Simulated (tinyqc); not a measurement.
Plane-wave Kohn-Sham cycle with exchange-only LDA in a layered model solid, step by step. Computed by tinyqc, a small Python program that keeps every step. Settings: points = 16, plane-wave index or count = 3, electrons = 4, k points = 2, area = 29.0, mixing = 0.5, iteration cap = 51, Kerker q0 = 0.82. Command: `OMP_NUM_THREADS=1 python tinyqc.py 20439 20440 out.jsonl` (the two numbers bound the seeds that draw the settings). One thread of a shared host (Intel(R) Xeon(R) Processor @ 2.60GHz), about 0.02 s of CPU time with the checks.

A solid whose potential varies along x alone (atomic units):
```
parameter                      value
period a                   10.300000
cross-section of the cell  29.000000
electrons per cell                 4
grid points                       16
plane waves -n..n, n               3
k points                           2
V1 in V1 cos(2 pi x/a)     -0.780000
V2 in V2 cos(4 pi x/a)      0.180000
```

Stop when sqrt(dV sum R^2) is below 1e-8, dV = a A/N.

Course of the cycle:
```
iteration  E (hartree)  norm of the residual
1          -1.78357094              2.02e-01
2          -1.61887322              1.55e-01
3          -1.51823282              1.20e-01
4          -1.45838516              9.30e-02
5          -1.42355291              7.19e-02
6          -1.40367500              5.55e-02
7          -1.39254573              4.28e-02
8          -1.38643392              3.29e-02
9          -1.38314562              2.53e-02
10         -1.38141654              1.94e-02
11         -1.38053171              1.49e-02
...                ...                   ...
41         -1.37976415              5.77e-06
42         -1.37976415              4.45e-06
43         -1.37976415              3.43e-06
44         -1.37976415              2.64e-06
45         -1.37976415              2.04e-06
46         -1.37976415              1.57e-06
47         -1.37976415              1.21e-06
48         -1.37976415              9.35e-07
49         -1.37976415              7.21e-07
50         -1.37976415              5.56e-07
51         -1.37976415              4.29e-07
```

Can the last value be used, and what does the course show?

Not by the stop rule, although the second column moves by less than 1e-07 over the last three steps. Not converged within 51 iterations: the residual falls steadily but slowly, by a factor of about 0.77 a step. Reruns (cap 100 unless said): mixing 0.1: not converged; mixing 0.5, Kerker q0 1.0: converged in 88 (E = -1.37976); mixing 0.3, Pulay depth 5: converged in 14 (E = -1.37976); the original settings with a cap of 400: converged in 66 (E = -1.37976).
